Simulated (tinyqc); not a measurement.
Ways to converge the cycle: SCF convergence aids in the sto-3g basis, for H4, spin multiplicity 3. Computed by the program tinyqc with PySCF. 

Geometry (angstrom):
```
atom       x       y       z
H     0.0000  0.0000  0.0000
H     0.0000  0.0000  1.0360
H     0.0000  0.0000  3.2780
H     0.0000  0.0000  4.3130
```

lowest solution found by these runs and by PySCF with stability checks = -1.820329 hartree

UHF with one setting changed at a time; a run stops when the energy changes by less than 1e-09 hartree and the error matrix is below 1e-5. The start is the core Hamiltonian. Damping d keeps d of the old density; a shift (hartree) raises the virtual levels; DIIS n extrapolates F over n matrices.

Largest element of the error matrix X^T (FDS - SDF) X:
```
iteration    plain  damping 0.3  damping 0.6  shift 0.4   DIIS 3   DIIS 8
1          6.2e-02      6.2e-02      6.2e-02    6.2e-02  6.2e-02  6.2e-02
2          1.6e-02      3.0e-02      4.4e-02    3.1e-02  1.6e-02  1.6e-02
3          1.5e-02      2.0e-02      3.2e-02    1.8e-02  1.5e-02  1.5e-02
4          2.5e-02      1.9e-02      2.6e-02    1.4e-02  1.7e-02  1.7e-02
5          5.2e-02      2.8e-02      2.4e-02    1.3e-02  9.4e-03  9.3e-03
6          5.3e-02      4.7e-02      2.5e-02    1.5e-02  5.8e-03  6.0e-04
8          8.7e-03      4.3e-02      3.7e-02    3.4e-02  3.1e-03  6.2e-05
10         4.1e-03      1.6e-02      5.1e-02    5.5e-02  3.1e-03  3.9e-08
14         2.6e-03      3.6e-03      2.8e-02    1.7e-02  1.1e-03        -
20         1.3e-03      2.2e-03      4.9e-03    4.0e-03  6.4e-05        -
30         4.0e-04      1.0e-03      2.4e-03    1.8e-03        -        -
45         7.2e-05      3.1e-04      1.2e-03    5.4e-04        -        -
60         1.3e-05      9.4e-05      6.3e-04    1.7e-04        -        -
```

How each run ends:
```
run          iterations  E (hartree)                                                        state
plain               >60     -1.82110  falls steadily but slowly, by a factor of about 0.89 a step
damping 0.3         >60     -1.82110  falls steadily but slowly, by a factor of about 0.92 a step
damping 0.6         >60     -1.82109  falls steadily but slowly, by a factor of about 0.96 a step
shift 0.4           >60     -1.82110  falls steadily but slowly, by a factor of about 0.93 a step
DIIS 3               24     -1.65796                                                       higher
DIIS 8               10     -1.65796                                                       higher
```

No run reaches the lowest solution found. Ending on a higher stationary point: DIIS 3, DIIS 8; a small error matrix cannot reveal that, and an occupation fixed by the start is kept by symmetry or by the shape of the basin. Not converged: plain, damping 0.3, damping 0.6, shift 0.4. DIIS 3 and DIIS 8 gain by cancelling the error over several earlier matrices, much as a quasi-Newton step does.
